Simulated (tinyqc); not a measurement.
Holstein polaron on two sites: one step, computed by the program tinyqc.

One electron on sites 1 and 2: H = -t (c1+ c2 + c2+ c1) + hbar omega sum_i b_i+ b_i - g hbar omega sum_i n_i (b_i + b_i+). The symmetric phonon shifts the energy by -g^2 hbar omega/2 and drops out; with b = (b_1 - b_2)/sqrt(2) there remains H = -t sigma_x + hbar omega b+ b - (g hbar omega/sqrt(2)) sigma_z (b + b+). Parity splits it into blocks p = +1 and -1 over phonon numbers n. Zero-point energies are left out. Weights Z refer to mode b alone; the displaced symmetric mode multiplies the full zero-phonon weight by exp(-g^2/2).

Task: The even block in a small basis. Block p: H_nn = n hbar omega - p t (-1)^n - g^2 hbar omega/2, H_(n,n+1) = -(g hbar omega/sqrt(2)) sqrt(n + 1). Take p = +1 and n = 0..N-1.

Inputs (values chosen for the exercise, for a model dimer):

| quantity | value | unit |
|---|---|---|
| hopping t | 110 | meV |
| phonon energy hbar omega | 139 | meV |
| coupling g | 1.64 | - |
| phonon levels kept N | 6 | - |

Give: H, even block.

Result:

H, even block (meV):
```
        1       2       3       4       5       6
1  -296.9  -161.2     0.0     0.0     0.0     0.0
2  -161.2    62.1  -228.0     0.0     0.0     0.0
3     0.0  -228.0   -18.9  -279.2     0.0     0.0
4     0.0     0.0  -279.2   340.1  -322.4     0.0
5     0.0     0.0     0.0  -322.4   259.1  -360.4
6     0.0     0.0     0.0     0.0  -360.4   618.1
```
